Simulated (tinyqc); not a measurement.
Valence-band offset from core levels (Kraut method), with the dipole against the affinity rule: one step of the calculation.

Binding energies are counted downwards from the Fermi level. dEv > 0 means that the valence edge of B lies below that of A, dEc > 0 that the conduction edge of B lies above that of A; dEc + dEv = EgB - EgA. The spectra are made-up values treated as data.

Question. Offsets. dEv = (iB - iA) - (cB - vB) + (cA - vA), dEc = EgB - EgA - dEv.

Parameters, values chosen for the exercise; gaps and affinities close to those of In0.53Ga0.47As (A) and zirconium oxide (B):

| symbol | value | unit | meaning |
|---|---|---|---|
| EgA | 0.74 | eV | gap of the substrate A |
| EgB | 5.83 | eV | gap of the overlayer B |
| cA | 34.21 | eV | core level of bare A |
| cB | 39.23 | eV | core level of thick B |
| vB | 3.3 | eV | valence-band maximum of thick B |
| iA | 34.5 | eV | core level of A under a thin film of B |
| iB | 40.05 | eV | core level of B in that thin film |

vA = 0.26947560 eV

Wanted: cA - vA; cB - vB; iB - iA; dEv; dEc.

Answer.

cA - vA = 33.941 eV
cB - vB = 35.930 eV
iB - iA = 5.5500 eV
dEv = 3.5605 eV
dEc = 1.5295 eV

The alignment is type I (straddling). Both offsets exceed 1 eV, the usual requirement for a gate dielectric. A rigid shift of all levels, by charging or doping, cancels in the differences.

Numbers from tinyqc (`OMP_NUM_THREADS=1 python tinyqc.py 2410060 2410061 out.jsonl`; about 0.01 s on one thread of a shared Intel Xeon 2.30GHz).
